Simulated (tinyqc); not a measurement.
Round or elliptic silicon nanowire with anisotropic valleys (Ritz method): one step. Matrices of three even functions. Two cases, with inputs chosen for the exercise.

Question. Basis 1, u^2, v^2 times (1 - u^2 - v^2); form S and H for the chosen group.

Wire along x = [100] on a (001) wafer, y = [010], z = [001]. Valley groups, two valleys each (w = inverse masses): A, axis along z: w_y = 1/mt, w_z = 1/ml, m_x = mt; B, axis along y: w_y = 1/ml, w_z = 1/mt, m_x = mt; C, axis along x: w_y = w_z = 1/mt, m_x = ml.

Hard wall on the ellipse (y/a)^2 + (z/b)^2 = 1, c = hbar^2/2m0. With u = y/a, v = z/b the operator is -c [(w_y/a^2) d2/du2 + (w_z/b^2) d2/dv2] on the unit disc. Basis (1 - u^2 - v^2) u^i v^j; S, X and Y are the disc integrals of f f', (df/du)(df'/du) and (df/dv)(df'/dv), from the integral of u^p v^q = 2 Gamma((p+1)/2) Gamma((q+1)/2)/((p + q + 2) Gamma((p+q+2)/2)) for even p, q; H = c (w_y X/a^2 + w_z Y/b^2).

Constants: hbar^2/2m0 = 3.80998211 eV angstrom^2.

Give: S; H.

Case 1.

Values chosen (near those of a Si nanowire; not measured data): ml = 0.907 m0 (longitudinal mass); mt = 0.191 m0 (transverse mass); a = 34 angstrom (semi-axis along y); b = 34 angstrom (semi-axis along z); group = A (valley group worked out).

Answer.

S, lower triangle:
```
            1       u^2       v^2
1    1.047198
u^2  0.130900  0.039270
v^2  0.130900  0.013090  0.039270
```

H (meV), lower triangle:
```
           1      u^2     v^2
1    65.6261
u^2  10.9377  13.1367
v^2  10.9377   1.3672  6.0043
```

Case 2.

Values chosen (near those of a Si nanowire; not measured data): ml = 0.926 m0 (longitudinal mass); mt = 0.188 m0 (transverse mass); a = 36 angstrom (semi-axis along y); b = 41 angstrom (semi-axis along z); group = C (valley group worked out).

Answer.

S, lower triangle:
```
            1       u^2       v^2
1    1.047198
u^2  0.130900  0.039270
v^2  0.130900  0.013090  0.039270
```

H (meV), lower triangle:
```
           1      u^2      v^2
1    87.0004
u^2  14.5001  13.6252
v^2  14.5001   1.8125  11.7499
```

Computed by tinyqc, one run a case: `OMP_NUM_THREADS=1 python tinyqc.py N N+1 out.jsonl` with N = 1281410, 1281985; one thread of a shared Intel(R) Xeon(R) Processor @ 2.30GHz, about 0.06 s a run at most.
